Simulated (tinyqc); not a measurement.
# Tunnelling through a two-layer gate stack, WKB transmission and Tsu-Esaki current: what changes with what

Electrons leave the emitter at x = 0. Energies E (motion across the layers) are in eV from the emitter Fermi level; the collector Fermi level lies at -V and offers states at every E. No charge in the dielectric and no image force: F1 = V/(t1 + t2 eps1/eps2), F2 = F1 eps1/eps2; U = phi1 - F1 x in layer 1 and phi2 - F1 t1 - F2 (x - t1) in layer 2. With C = hbar^2/(2 m0), kappa = sqrt(m (U - E)/C) where U > E and 0 elsewhere; T(E) = exp(-S), S = 2 times the integral of kappa over x.

Values chosen for this exercise; layer 1 close to silicon dioxide, layer 2 close to hafnium oxide: temperature T = 300 K; Fermi energy of the emitter above its band bottom Ef = 0.21 eV; emitter mass in the supply function me = 0.61 m0; barrier of layer 1 above the emitter Fermi level at zero bias phi1 = 3.01 eV; tunnelling mass of layer 1 m1 = 0.48 m0; thickness of layer 1 t1 = 0.8 nm; relative permittivity of layer 1 eps1 = 4.05; barrier of layer 2 at zero bias phi2 = 1.53 eV; tunnelling mass of layer 2 m2 = 0.19 m0; thickness of layer 2 t2 = 1.6 nm; relative permittivity of layer 2 eps2 = 21.6; voltage across the dielectric V = 0.9 V.

Constants: q = 1.602176634e-19 C, kB = 1.380649e-23 J/K, hbar = 1.054571817e-34 J s, m0 = 9.1093837015e-31 kg, Vt = kB T/q, hbar^2/(2 m0) = 0.0380998212 eV nm^2. Results are converted to the units shown.

Each table varies one quantity; the others keep the values above.

## Current against voltage

Each layer adds (2/F) sqrt(m/C) [G(u at its left edge) - G(u at its right edge)] to S, with u = U - E (0 where negative) and G(u) = (2/3) u^1.5. J = J0 times the integral of T(E) N(E) dE, N = ln[(1 + exp(-E/Vt))/(1 + exp((-E - V)/Vt))], J0 = q^2 me m0 kB T/(2 pi^2 hbar^3) (times 1e-4 for A/cm^2 per eV), from E = -Ef to far above the barrier (T = 1 there), by quadrature converged to the digits shown.

Result of one run:
```
V (V)  S at E = 0  T(E = 0)  J (A/cm^2)  mean E of the current (eV)
0.2         18.06  1.437e-8       1.795                     -0.1149
```

What becomes of these results when the voltage across the dielectric V is changed from 0.2 to 1.06 V, all else the same?

Result of the changed run:
```
V (V)  S at E = 0  T(E = 0)  J (A/cm^2)  mean E of the current (eV)
1.06        14.78  3.808e-7       41.41                     -0.1105
```

The whole series:
```
V (V)  S at E = 0  T(E = 0)  J (A/cm^2)  mean E of the current (eV)
0.2         18.06  1.437e-8       1.795                     -0.1149
0.49        17.07  3.852e-8       4.749                     -0.1151
0.77        16.02  1.102e-7       12.92                     -0.1134
1.06        14.78  3.808e-7       41.41                     -0.1105
1.35        13.26  1.738e-6       165.1                     -0.1050
1.64        10.89  1.871e-5        1199                    -0.08654
1.92        9.046  1.179e-4     1.042e4                     -0.1010
2.21        8.388  2.276e-4     3.560e4                     -0.1202
2.5         8.165  2.845e-4     5.032e4                     -0.1266
```

J rises from 1.79 to 50300 A/cm^2, by 1.46 decades a volt between the first two rows and 0.518 between the last two. From V = 1.64 V on (among the rows) a band edge falls below the emitter Fermi level, so electrons at E = 0 no longer cross the full thickness. In 5 of the 9 rows the field exceeds 10 MV/cm (up to 22.7), more than most dielectrics sustain; the model ignores breakdown.

## Effect of the barrier height

Same model as above.

Effect of the barrier height:
```
phi1 (eV)  S at E = 0  T(E = 0)  J (A/cm^2)  mean E of the current (eV)
1.5             12.32  4.449e-6       461.1                     -0.1086
1.79            13.05  2.157e-6       230.0                     -0.1097
2.07            13.68  1.146e-6       124.8                     -0.1105
2.36            14.28  6.278e-7       69.52                     -0.1112
2.64            14.82  3.654e-7       41.01                     -0.1117
2.93            15.35  2.158e-7       24.50                     -0.1122
3.21            15.83  1.334e-7       15.29                     -0.1125
3.5             16.30  8.302e-8       9.598                     -0.1128
```

What does the table show?

J falls from 461 to 9.60 A/cm^2, on average 0.841 decades for each eV, while S rises from 12.3 to 16.3.

Computed by the program tinyqc: `OMP_NUM_THREADS=1 python tinyqc.py 2540057 2540058 out.jsonl`, one thread of a shared Intel Xeon 2.30GHz, about 0.02 s for the whole run.
